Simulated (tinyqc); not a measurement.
What each parameter does: zigzag graphene nanoribbon in tight binding.

A zigzag ribbon of N chains, sites A1, B1, A2, ..., BN across it. For each k it is a chain with bonds -2t cos(k/2) (A_n to B_n) and -t (B_n to A_(n+1)), and +D, -D on A and B. A1 and BN are the edge sites; the Dirac points project to k = 2 pi/3.

Parameters, chosen for this exercise (near those used for graphene; shifted at random, so the results belong to these values and not to a real crystal):
```
symbol  value  unit  meaning
t       2.62   eV    hopping
N       4            zigzag chains
D       0      eV    sublattice potential, +D on A and -D on B
k       2.45         k times the period sqrt3 acc
```

The two lowest positive levels at k and the weight on the two edge sites per state of the middle pair.

Results for these values:
```
case  lowest (eV)  next (eV)  edge weight
base       0.3288     2.1804       0.6179
```

What happens to each result for D = 0.1 eV, all else kept?

Answer: lowest rises from 0.3288 to 0.3437; next rises from 2.1804 to 2.1827; edge weight does not change at the printed digits.

The same for each parameter in turn:
```
case          lowest (eV)  next (eV)  edge weight
base               0.3288     2.1804       0.6179
t = 2.751 eV       0.3453     2.2894       0.6179
N = 5              0.2135     1.8394       0.5835
D = 0.1 eV         0.3437     2.1827       0.6179
k = 2.35           0.4744     2.2769       0.5518
```

Computed by tinyqc, a small Python program: `OMP_NUM_THREADS=1 python tinyqc.py 1481753 1481754 out.jsonl` (the numbers bound the seed that draws the inputs); one thread of a shared host (Intel(R) Xeon(R) Processor @ 2.30GHz), about 0.01 s for the whole set of steps.
